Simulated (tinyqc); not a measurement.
# Band bending at a free surface with a continuum of surface states, surface photovoltage and Kelvin probe: what changes with what

n-type bulk, xi = Ec - EF = Vt ln(Nc/Nd), p0 = ni^2/Nd, ni = sqrt(Nc Nv) exp(-Eg/(2 Vt)), Eg in volts. b is the upward band bending, u = b/Vt. Space charge per area, in units of q: Qc = sign(b) sqrt((2 eps0 eps_r Vt/q) [(Nd + dn)(exp(-u) - 1) + Nd u + (p0 + dn)(exp(u) - 1)]), with dn the excess density under light (flat quasi-Fermi levels; 0 in the dark). The states hold -Ds (E0 - xi - b): negative while the Fermi level lies above the neutrality level. Neutrality: Qc + Qf + (charge of the states) = 0.

Inputs (values chosen for the exercise); band and dielectric values those of a made-up semiconductor:
```
symbol    value         unit                                                    meaning
T           350            K                                                temperature
Eg         3.41           eV                                                   band gap
eps_r      12.5                                                   relative permittivity
Nc      2.55e19        cm^-3                     conduction-band density of states at T
Nv      3.09e19        cm^-3                        valence-band density of states at T
chi        3.57           eV                                          electron affinity
Nd       6.2e16        cm^-3                                              donor density
Qf            0        cm^-2                       fixed positive charge at the surface
pt         4.81           eV                             work function of the probe tip
Ds       1.2e12  cm^-2 eV^-1                                  density of surface states
E0         0.61           eV  depth of their neutrality level below the conduction edge
```

Constants: q = 1.602176634e-19 C, kB = 1.380649e-23 J/K, Vt = kB T/q, eps0 = 8.8541878128e-14 F/cm where lengths are in cm. Results are converted to the units shown.

Each table varies one quantity; the others keep the values above.

## Pinning by the surface states

b solves the neutrality condition in the dark.

Pinning by the surface states:
```
Ds (cm^-2 eV^-1)	b (V)	xi + b (eV)	Qc (cm^-2)
2.4e10	0.002752	0.1843	1.022e10
6.7e10	0.007801	0.1893	2.818e10
1.8e11	0.02176	0.2033	7.321e10
5.1e11	0.06660	0.2482	1.845e11
1.4e12	0.1760	0.3575	3.535e11
3.9e12	0.3042	0.4858	4.845e11
1.1e13	0.3788	0.5603	5.465e11
2.9e13	0.4088	0.5904	5.695e11
8.1e13	0.4213	0.6029	5.788e11
```

b rises from 0.00275 to 0.421 V. The Fermi level moves towards E0 = 0.61 eV and is within 7.15 meV of it in the last row; it is half-way there at the Ds that solves Ds b = Qc(b) + Qf with b = (E0 - xi)/2, 1.85e12 cm^-2 eV^-1.

## Kelvin-probe contrast of the doping

Same model as above.

Work function chi + xi + b; contact potential difference CPD = (work function of the sample) - pt.

Kelvin-probe contrast of the doping:
```
Nd (cm^-3)	xi (eV)	b (V)	CPD (mV)
1.3e14	0.36756	0.22678	-645.66
4.4e14	0.33078	0.24883	-660.38
1.4e15	0.29587	0.25872	-685.41
4.8e15	0.25871	0.25054	-730.75
1.6e16	0.22240	0.21785	-799.75
5.2e16	0.18685	0.16431	-888.83
1.7e17	0.15112	0.10572	-983.16
5.7e17	0.11463	0.060678	-1064.7
1.9e18	0.078322	0.033971	-1127.7
```

What does the table show?

xi falls by 289 mV over the table and the CPD by 482 mV; b goes from 0.227 through a maximum of 0.259 (at Nd = 1.4e15 cm^-3 among the rows listed) to 0.0340 V. Between the first two rows the CPD follows 40.0 % of the change of xi, and between the last two 174 %. It is below 100 % where b rises with the doping (pinning hides it). It exceeds 100 % where b falls as the doping rises.

## Photovoltage against injection

Same model as above.

Under chopped light the surface charge keeps its dark value, so b falls to bL with Qc(bL, dn) = Qc(b, 0); the photovoltage is b - bL.

Photovoltage against injection:
```
dn (cm^-3)	bL (V)	photovoltage (mV)	share of b removed (%)
5e7	0.15536	4.1745e-6	2.6869e-6
6.4e8	0.15536	5.3433e-5	3.4393e-5
8.3e9	0.15536	6.9295e-4	4.4602e-4
1.1e11	0.15535	0.0091810	0.0059095
1.4e12	0.15524	0.11643	0.074942
1.8e13	0.15393	1.4325	0.92204
2.3e14	0.14277	12.591	8.1041
3e15	0.10695	48.415	31.163
3.8e16	0.058186	97.175	62.548
4.9e17	0.020935	134.43	86.525
```

The photovoltage rises from 4.17e-6 to 134 mV, towards the full b = 155 mV. Its steepest rise is 44.2 mV a decade (Vt ln 10 = 69.4 mV), and it reaches 86.5 % of b in the last row: even strong light does not flatten the bands fully, so a saturation reading understates b. For dn = 4.9e17 the injection is high, and a Dember voltage, left out here, adds to the signal.

Numbers from tinyqc (`OMP_NUM_THREADS=1 python tinyqc.py 2430048 2430049 out.jsonl`; about 0.01 s on one thread of a shared Intel Xeon 2.30GHz).
